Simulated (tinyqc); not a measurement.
Lattice against boundary over temperature: grain-boundary diffusion: Harrison regimes, Fisher and Le Claire analysis, Hart average. Computed by tinyqc, a small Python program. Command: `OMP_NUM_THREADS=1 python tinyqc.py 3010075 3010076 out.jsonl gbdiff walk`. One thread of a shared host (Intel(R) Xeon(R) Processor @ 2.30GHz), about 0.01 s of CPU time with the checks.

A boundary is a slab of width delta with diffusivity D_b, normal to a surface held at constant concentration; it leaks into grains of diffusivity D.

Inputs (values chosen for the exercise, for a model polycrystal):

| quantity | value | unit |
|---|---|---|
| melting point T_m | 1160 | K |
| lattice prefactor D0 | 1.5e-05 | m^2/s |
| lattice activation energy E | 1.68 | eV |
| boundary prefactor D0b | 7.2e-06 | m^2/s |
| boundary activation energy E_b | 0.967 | eV |
| boundary width delta | 0.82 | nm |
| segregation factor s | 1 | - |
| grain size d | 3.5 | um |
| temperature T | 806 | K |
| time t | 3200 | s |

Constants: k_B = 8.617333262e-05 eV/K.

Method:
- D = D0 exp(-E/(k_B T)), D_b = D0b exp(-E_b/(k_B T)).
- Triple product P = s delta D_b.
- Hart average for parallel slabs: f = delta/d, D_eff = (s f D_b + (1 - f) D)/(1 - f + s f); share of the boundaries = s f D_b/(s f D_b + (1 - f) D); depth sqrt(D_eff t).
- l = sqrt(D t); P = s delta D_b; alpha = s delta/(2 l); beta = P/(2 D l). Regime A if l > 3 d, C if alpha > 1, B if alpha < 0.1, l < d/4 and beta > 10, otherwise a transition.
- D_eff = (s f D_b + (1 - f) D)/(1 - f + s f), f = delta/d; share of the boundaries = s f D_b/(s f D_b + (1 - f) D).

boundary fraction f = 2.34286e-04

Diffusivities (m^2/s):

| T/T_m | T (K) | D | D_b | D_eff | share | regime |
|---|---|---|---|---|---|---|
| 0.3 | 348 | 7.0166e-30 | 7.1305e-20 | 1.6706e-23 | 1.00000 | C |
| 0.4 | 464 | 8.4843e-24 | 2.2603e-16 | 5.2965e-20 | 0.99984 | C |
| 0.5 | 580 | 3.7854e-20 | 2.8497e-14 | 6.7144e-18 | 0.99436 | B |
| 0.6 | 696 | 1.0259e-17 | 7.1652e-13 | 1.7813e-16 | 0.94242 | B |
| 0.7 | 812 | 5.6100e-16 | 7.1701e-12 | 2.2407e-15 | 0.74969 | transition |
| 0.8 | 928 | 1.1281e-14 | 4.0342e-11 | 2.0730e-14 | 0.45593 | transition |
| 0.9 | 1044 | 1.1644e-13 | 1.5462e-10 | 1.5264e-13 | 0.23733 | A |
| 1.0 | 1160 | 7.5353e-13 | 4.5297e-10 | 8.5948e-13 | 0.12347 | A |

What does the comparison show, and why?

The apparent activation energy of D_eff is 0.97 eV between the first rows and 1.55 eV between the last, against E_b = 0.967 and E = 1.68 eV. Among these rows boundaries carry most of the flux up to T/T_m = 0.7, the lattice above. Caution: outside regime A (which needs sqrt(D t) above about 3 d) the Hart average and its depth are formal: they describe a profile only in regime A or at steady state. Caution: outside regime A, D_eff and the share of the boundaries hold only at steady state.
